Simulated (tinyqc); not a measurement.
Virtual-crystal alloy in the empirical-pseudopotential method: one step. Levels in the small basis. Two cases, with inputs chosen for the exercise.

Task: Diagonalise; the gap between the fourth and fifth level is a first estimate of the direct gap at X.

Case 1.

H in this small basis (eV):
```
             000      -200    -1+1+1    -1-1-1    -1+1-1    -1-1+1
000      5.04088         0  -2.02890   2.02890  -2.02890  -2.02890
-200           0   5.04088   2.02890  -2.02890  -2.02890  -2.02890
-1+1+1  -2.02890   2.02890  10.08175  -0.47253         0         0
-1-1-1   2.02890  -2.02890  -0.47253  10.08175         0         0
-1+1-1  -2.02890  -2.02890         0         0  10.08175   0.47253
-1-1+1  -2.02890  -2.02890         0         0   0.47253  10.08175
```

Case 2.

H in this small basis (eV):
```
                      000               -200             -1+1+1             -1-1-1             -1+1-1
000               4.88501           0.79098i  -2.14977-0.86149i   2.14977+0.86149i  -2.14977+0.86149i
-200            -0.79098i            4.88501   2.14977-0.86149i  -2.14977+0.86149i  -2.14977-0.86149i
-1+1+1  -2.14977+0.86149i   2.14977+0.86149i            9.77003           -0.26220           0.79098i
-1-1-1   2.14977-0.86149i  -2.14977-0.86149i           -0.26220            9.77003          -0.79098i
-1+1-1  -2.14977-0.86149i  -2.14977+0.86149i          -0.79098i           0.79098i            9.77003
-1-1+1  -2.14977-0.86149i  -2.14977+0.86149i          -0.79098i           0.79098i            0.26220

                   -1-1+1
000     -2.14977+0.86149i
-200    -2.14977-0.86149i
-1+1+1           0.79098i
-1-1-1          -0.79098i
-1+1-1            0.26220
-1-1+1            9.77003
```

Give: levels (absolute scale of H); gap.

Result:

Case 1.

levels (absolute scale of H) (eV): 2.892  2.892  9.609  9.609  12.703  12.703

gap = 3.094 eV

The full basis gives 3.858 eV for this gap.

Case 2.

levels (absolute scale of H) (eV): -0.132  4.714  9.508  9.508  12.576  12.676

gap = 3.068 eV

The full basis gives 4.146 eV for this gap.

Computed by tinyqc, one run a case: `OMP_NUM_THREADS=1 python tinyqc.py N N+1 out.jsonl` with N = 1050294, 1050374; one thread of a shared Intel(R) Xeon(R) Processor @ 2.30GHz, about 0.2 s a run at most.
